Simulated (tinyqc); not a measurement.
Van der Pauw, Hall and four-point-probe measurements on a doped layer: one step of the calculation.

A uniform p-type layer with sheet resistance Rs = 1/(q ns mu), point contacts, low field (mu B small).

Task. Resistances and Hall voltage. Rs = 1/(q ns mu). For a rectangle with contacts at the corners, RA = (8 Rs/pi) sum_(k>=0) ln coth((2k + 1) pi a/(2 b)) with current along a short side b and voltage along the opposite one, RB the same with a and b exchanged; Hall voltage VH = rH B I/(q ns), negative for electrons.

Values chosen for this exercise:
```
symbol,value,unit,meaning
ns,1e13,cm^-2,sheet density of the layer
mu,79,cm^2/(V s),drift mobility
rH,0.8,,Hall factor
B,2,T,magnetic field
I,100,uA,current
ar,1.13,,side ratio a/b of a rectangular sample with corner contacts
```

Constants: q = 1.602176634e-19 C. Results are converted to the units shown.

Give: Rs; RA; RB; VH.

Result.

Rs = 7900.6 ohm/square
RA = 1157.1 ohm
RB = 2508.7 ohm
VH = 9.9864 mV

RB/RA = 2.17; for a square both equal Rs ln 2/pi = 1740 ohm.

Computed by the program tinyqc: `OMP_NUM_THREADS=1 python tinyqc.py 2850165 2850166 out.jsonl`, one thread of a shared Intel Xeon 2.30GHz, about 0.01 s for the whole run.
